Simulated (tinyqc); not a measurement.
Band folding and unfolding in a supercell of a chain, step by step. Values are carried at full precision from step to step, so a last printed digit may differ when a step is redone from the rounded ones.

A chain with hopping -t and n = 6 sites a supercell. H(K) has v_j on the diagonal, -t between neighbours and -t exp(2 pi i K) on the bond that closes the cell (from the last site to the first of the next cell). The point K holds the n wave vectors k_m = (K + m)/n of the primitive zone, in 2 pi/a, m = 0 to n - 1, with E0 = -2t cos(2 pi k_m). The unfolding weight of a state c on k_m is |sum_j c_j exp(-2 pi i k_m j)|^2/n, j = 0 to n - 1.

Inputs chosen for the exercise:

| symbol | value | unit | meaning |
|---|---|---|---|
| t | 1.36 | eV | hopping |
| v | (1.82, 0, 0, 0, 0, 0) | eV | site energies in the supercell |
| Kq | 0.23 | 2 pi/(n a) | wave vector in the small zone |

## Folded levels and Fourier components

List k_m and E0; V_q = (1/n) sum_j v_j exp(-2 pi i q j/n) couples k_m to k_(m+q).

Folded band:

| m | k_m (2 pi/a) | E0 (eV) |
|---|---|---|
| 0 | 0.0383 | -2.6415 |
| 1 | 0.2050 | -0.7589 |
| 2 | 0.3717 | 1.8826 |
| 3 | 0.5383 | 2.6415 |
| 4 | 0.7050 | 0.7589 |
| 5 | 0.8717 | -1.8826 |

V_0, V_1, ... (eV): 0.3033  0.3033  0.3033  0.3033

## Supercell Hamiltonian

Fill in H(K).

H (eV):
```
                 1        2        3        4        5                6
1           1.8200  -1.3600        0        0        0  -0.1705+1.3493i
2          -1.3600        0  -1.3600        0        0                0
3                0  -1.3600        0  -1.3600        0                0
4                0        0  -1.3600        0  -1.3600                0
5                0        0        0  -1.3600        0          -1.3600
6  -0.1705-1.3493i        0        0        0  -1.3600                0
```

## Levels and unfolding weights

Diagonalise and project each state on the k_m.

levels (eV): -2.48219  -1.65202  -0.48580  1.01628  2.14622  3.27751

weights:
```
     level 1  level 2  level 3  level 4  level 5  level 6
m=0   0.9226   0.0478   0.0143   0.0043   0.0023   0.0087
m=1   0.0079   0.0586   0.8902   0.0183   0.0062   0.0188
m=2   0.0012   0.0037   0.0118   0.0770   0.7491   0.1571
m=3   0.0009   0.0025   0.0068   0.0219   0.2122   0.7557
m=4   0.0022   0.0080   0.0428   0.8716   0.0270   0.0482
m=5   0.0651   0.8793   0.0340   0.0069   0.0032   0.0115
```

The purest state keeps 92.3 % on one k and the most mixed (level 5) 74.9 %; rows and columns each add to one.

## Moments of the spectral function

For each k_m: mean sum_i W E_i and variance sum_i W E_i^2 less the mean squared. The mean must be E0 plus the average of v, and the variance that of v.

Moments:

| m | mean (eV) | variance (eV^2) |
|---|---|---|
| 0 | -2.338 | 0.460 |
| 1 | -0.456 | 0.460 |
| 2 | 2.186 | 0.460 |
| 3 | 2.945 | 0.460 |
| 4 | 1.062 | 0.460 |
| 5 | -1.579 | 0.460 |

The average of v is 0.3033 eV and its variance 0.4601 eV^2: the virtual crystal gives the mean, and the variance is the spread of weight over several levels that it leaves out.

## Checks

- Variance of the spectral function against the variance of v: they agree to 1e-10 or better.
- Levels for v = 0 against the folded band: they agree to 1e-10 or better.

(tinyqc, `OMP_NUM_THREADS=1 python tinyqc.py 1451486 1451487 out.jsonl`, Intel(R) Xeon(R) Processor @ 2.30GHz, 1 thread, shared host, about 0.01 s.)
